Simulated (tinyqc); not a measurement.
Convergence with the basis: effective-mass impurity with a central-cell term, in a basis of Slater functions. Computed by tinyqc, a small Python program. Command: `OMP_NUM_THREADS=1 python tinyqc.py 3030120 3030121 out.jsonl centralcell walk`. One thread of a shared host (Intel(R) Xeon(R) Processor @ 2.30GHz), about 0.01 s of CPU time with the checks.

The envelope obeys H = -nabla^2 - (2/r) [Z + A exp(-kappa r)] in effective units, with kappa = a*/lambda; positive A deepens the well near the core.

Inputs (values chosen for the exercise, with mass and screening modelled on germanium):
```
quantity                   value      unit
effective mass m           0.224       m_0
dielectric constant eps     16.8         -
charge Z of the core           1         -
central-cell strength A       13         -
central-cell range lambda    1.2  angstrom
smallest exponent zeta_1     0.5      1/a*
ratio beta of exponents        3         -
```

Impurity: donor, one isotropic band.

Constants: Ry = 13.605693123 eV; a_0 = 0.529177210903 angstrom.

Method:
- Units: Ry* = Ry m/eps^2 and a* = a_0 eps/m, with m in m_0.
- kappa = a*/lambda; the hydrogenic ground state is bound by Z^2 Ry*.
- For s functions exp(-zeta r), with s = zeta_i + zeta_j: S = 2/s^3, T = zeta_i zeta_j S, V = -2 Z/s^2, W = -2 A/(s + kappa)^2; each function is normalised by dividing by sqrt(S_ii S_jj).
- Large basis: zeta_i = 0.06 x 1.6^(i-1), i = 1..22, same formulas; for p functions r exp(-zeta r): S = 24/s^5, T = zeta_i zeta_j S (centrifugal term included), V = -12 Z/s^4, W = -12 A/(s + kappa)^4; overlap eigenvalues below 1e-11 are dropped.
- Binding energies are -E Ry*; the effective quantum number is nu = Z/sqrt(-E); |psi(0)|^2 is given relative to the hydrogenic Z^3/(pi a*^3).
- zeta_i = zeta_1 beta^(i-1), i = 1..n.
- The error is the lowest level above the large-basis value.

kappa = 33.0736 1/a*

Ry* = 10.7982 meV

1s binding energy = 12.8323 meV

Error of the 1s level:
```
n  error (meV)  largest exponent (1/a*)
1       4.6127               5.0000e-01
2       1.0245               1.5000e+00
3       0.9554               4.5000e+00
4       0.2376               1.3500e+01
5       0.1881               4.0500e+01
6       0.1880               1.2150e+02
7       0.1880               3.6450e+02
8       0.1879               1.0935e+03
```

The error falls from 4.61 to 0.188 meV. The last function changes it by less than 5 %: it has levelled off, and what remains is set by beta and zeta_1, not by the range of exponents. Caution: the density at the core is many times hydrogenic, so the result hangs on the model potential inside one cell, where the envelope picture is weak.

Extremes, crossings and ranges named in words are read from the listed rows.
